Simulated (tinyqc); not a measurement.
Deep trap from a strong local potential in a two-band host (Koster-Slater model with semi-elliptic bands): one step, computed by the program tinyqc.

The valence band spans -2 W_v to 0 and the conduction band E_g to E_g + 2 W_c. The orbital at the impurity site has weight f_v in the valence band and 1 - f_v in the conduction band, each spread as a semi-ellipse (2/(pi W^2)) sqrt(W^2 - x^2) about the band centre. The impurity adds U to this orbital. Spin is left out.

Task: Thresholds and the vacancy level. In the gap G(E) = f_v (2/W_v^2)[x - sqrt(x^2 - W_v^2)] - (1 - f_v)(2/W_c^2)[y - sqrt(y^2 - W_c^2)], x = E + W_v, y = E_g + W_c - E. G falls across the gap from G(0) to G(E_g). A repulsive U binds if U > 1/G(0), an attractive one if U < 1/G(E_g); the vacancy level (U infinite) solves G(E) = 0 (bisection).

Inputs (values chosen for the exercise, with a gap close to that of ZnSe):
```
quantity                                value  unit
gap E_g                                  2.76    eV
half-width of the valence band W_v        5.8    eV
half-width of the conduction band W_c     5.2    eV
valence weight f_v of the site orbital    0.6     -
```

Impurity: attractive, donor-like.

Give: G(0); G(E_g); repulsive threshold; attractive threshold; vacancy level.

Result:

G(0) = 0.1497 1/eV

G(E_g) = -0.07307 1/eV

repulsive threshold = 6.680 eV

attractive threshold = -13.69 eV

vacancy level = 2.041 eV
